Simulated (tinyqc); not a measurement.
Inputs raised by 2 %, one at a time: Gupta-type many-body potential for a metal. Computed by tinyqc, a small Python program. Command: `OMP_NUM_THREADS=1 python tinyqc.py 3029773 3029774 out.jsonl gupta sens`. One thread of a shared host (Intel(R) Xeon(R) Processor @ 2.30GHz), about 0.02 s of CPU time with the checks.

E_i = sum_j A exp(-p (r_ij/r0 - 1)) - xi rho_i^gamma, with rho_i = sum_j exp(-2 q (r_ij/r0 - 1)); gamma = 1/2 is the tight-binding second-moment form. The crystal is fcc unless stated; d is the neighbour distance and a fixed number of shells is kept.

Inputs (values chosen for the exercise, modelled on gold):
```
quantity,value,unit
repulsion A,0.207,eV
hopping xi,1.75,eV
decay p,10.1,-
decay q,4.07,-
reference distance r0,2.884,angstrom
shells kept,2,-
embedding exponent gamma,0.5,-
```

Surface: (110).

Constants: 1 eV/angstrom^3 = 160.2176634 GPa; 1 eV/angstrom^2 = 16.02176634 J/m^2.

Method:
- fcc shells: d sqrt(k), k = 1..5, with 12, 6, 24, 12, 24 atoms; Omega = d^3/sqrt2.
- Equilibrium: dE/dd = 0; B = d^2 E''(d)/(9 Omega).
- Repulsion and density of one neighbour in each shell, and their sums.
- Each neighbour j of the vacancy loses one repulsive term and one density term: E_v = sum_shells count x {-repulsion - xi [(rho - density)^gamma - rho^gamma]}. (The removed atom returns to a bulk-like site, so its own energy cancels.)
- Cut the crystal without relaxation; an atom in layer l keeps the neighbours that lie below the surface plane. Excess = E_i + E_c. Surface energy = sum of excesses over the layers, divided by the area per surface atom: (sqrt3/2) d^2 for (111), d^2 for (100), sqrt2 d^2 for (110).

Runs:
```
input moved,from,to,cohesive energy E_c (eV),neighbour distance d (angstrom),vacancy energy E_v (eV),surface energy (J/m^2)
base run,-,-,3.611,2.890,0.6428,0.6362
repulsion A (eV),0.207,0.21114,3.563,2.899,0.6343,0.6236
hopping xi (eV),1.75,1.785,3.733,2.880,0.6645,0.6621
decay p,10.1,10.302,3.615,2.898,0.6821,0.6568
decay q,4.07,4.1514,3.608,2.881,0.6024,0.6143
reference distance r0 (angstrom),2.884,2.94168,3.611,2.948,0.6428,0.6115
embedding exponent gamma,0.5,0.51,3.768,2.868,0.6920,0.6913
```

Exponents ln(y'/y) / ln(x'/x):
```
input,cohesive energy E_c,neighbour distance d,vacancy energy E_v,surface energy
repulsion A,-0.679,0.165,-0.672,-1.012
hopping xi,1.679,-0.166,1.672,2.013
decay p,0.044,0.150,2.991,1.609
decay q,-0.050,-0.158,-3.285,-1.771
reference distance r0,0.000,1.000,0.000,-2.000
embedding exponent gamma,2.149,-0.380,3.722,4.195
```

To which inputs is each result most sensitive?

Among the inputs moved here: cohesive energy E_c answers most in size to embedding exponent gamma (exponent +2.149), next to hopping xi (+1.679); its exponent is below 0.0005 for reference distance r0. Its exponent 0.000 in reference distance r0: energies do not depend on the length scale. Neighbour distance d answers most in size to reference distance r0 (exponent +1.000), next to embedding exponent gamma (-0.380). Its exponent +1.000 in reference distance r0: r0 is the length scale. Vacancy energy E_v answers most in size to embedding exponent gamma (exponent +3.722), next to decay q (-3.285); its exponent is below 0.0005 for reference distance r0. Surface energy answers most in size to embedding exponent gamma (exponent +4.195), next to hopping xi (+2.013). Its exponent -2.000 in reference distance r0: energy over area.
